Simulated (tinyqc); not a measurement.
Berg model of reactive sputtering of a nitride or oxide: poisoning, hysteresis and pumping speed: one step, computed by the program tinyqc.

A diatomic gas reacts with bare metal on the target and on the collecting surfaces; ions remove metal and compound from the target. theta_t and theta_c are the compound fractions.

Task: Steady state at the pressure P. Ion flux j = J/e; gas flux F = P/sqrt(2 pi M k_B T). Target: (2/z) alpha F (1 - theta_t) = j Y_c theta_t. Sputtered flows F_c = j Y_c theta_t A_t, F_m = j Y_m (1 - theta_t) A_t. Collector: (2/z) alpha F (1 - theta_c) A_c + F_c (1 - theta_c) = F_m theta_c. Gas use Q = alpha F [(1 - theta_t) A_t + (1 - theta_c) A_c] + P S/(k_B T); 1 sccm = 4.4780e17 molecules/s. Rate R = F_m + F_c, given relative to j Y_m A_t.

Inputs (values chosen for the exercise, close to those used for titanium dioxide):

| quantity | value | unit |
|---|---|---|
| ion current density J | 10 | mA/cm^2 |
| target area A_t | 52 | cm^2 |
| collecting area A_c | 1600 | cm^2 |
| metal yield Y_m | 0.56 | - |
| compound yield Y_c | 0.027 | - |
| sticking coefficient alpha | 0.2 | - |
| reactive atoms per metal atom z | 2 | - |
| gas mass M | 32 | u |
| pumping speed S | 130 | l/s |
| gas temperature T | 300 | K |
| reactive partial pressure P | 0.005 | Pa |

Constants: e = 1.602176634e-19 C; u = 1.6605390666e-27 kg; k_B = 1.380649e-23 J/K.

Give: ion flux j; gas flux F; theta_t; theta_c; gas use; total flow Q; rate relative to clean metal.

Result:

ion flux j = 6.242e+16 1/(cm^2 s)

gas flux F = 1.345e+16 1/(cm^2 s)

theta_t = 0.6147

theta_c = 0.8615

gas use (sccm): target 0.120, collector 1.330, pump 0.350

total flow Q = 1.801 sccm

rate relative to clean metal = 0.4149

The target is partly covered. The film is 86.2 % compound. Caution: here dQ/dP is negative, a branch that flow control cannot hold.
